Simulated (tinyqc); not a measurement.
# Material parameters from the melting point of the curve

Inverse problem. In a hemispherical model of a phase-change cell the resistance is rho/(2 pi r0), and melting starts where I^2 rho b^2/(32 pi^2 ka r0^2) = Tm - T0. Find rho and ka.

Inputs (values chosen for the exercise): ambient temperature T0 = 300 K; melting point Tm = 893 K; radius of the heater contact r0 = 34 nm.

resistance = 0.16383597 kohm
melting current = 1402.0508 uA
b = 1.8177243

Answer. The resistance gives rho, and the melting current then gives ka.

rho = 3.50 mohm cm
ka = 1.05 W/(m K)

Computed by the program tinyqc: `OMP_NUM_THREADS=1 python tinyqc.py 2490023 2490024 out.jsonl`, one thread of a shared Intel Xeon 2.30GHz, about 0.01 s for the whole run.
